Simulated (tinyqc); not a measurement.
Heisenberg spin cluster by exact diagonalisation: multiplets, susceptibility, level crossings: one step, computed by the program tinyqc. Command: `OMP_NUM_THREADS=1 python tinyqc.py 3014254 3014255 out.jsonl spincl walk`. One thread of a shared host (Intel(R) Xeon(R) Processor @ 2.30GHz), about 0.01 s of CPU time with the checks.

H = J1 sum S_i.S_j over the bonds 1-2, 2-3, 3-4, 4-1 + J2 sum over 1-3, 2-4 - g mu_B B S_z; J > 0 is antiferromagnetic.

Question. Multiplets. Every multiplet has one member in the block S_z = 0; diagonalise it and read the total spin from <S^2> = S (S + 1).

Inputs (values chosen for the exercise, for a model cluster): exchange J1 = 7.41 meV; exchange J2 = 3 meV.

Cluster: square with diagonals J2. Spin s of each site: 0.5.

Give: Levels at B = 0; ground energy; gap to the next level.

Answer.

Levels at B = 0:
```
E (meV)  total S  number of multiplets
-13.32         0                     1
-5.91          1                     1
-4.50          0                     1
-1.50          1                     2
8.91           2                     1
```

ground energy = -13.32 meV

gap to the next level = 7.41 meV

The ground state has S = 0; the next level has S = 1. The highest spin, S = 2, lies at 8.91 meV, s^2 times the sum of all J, s the spin of a site.
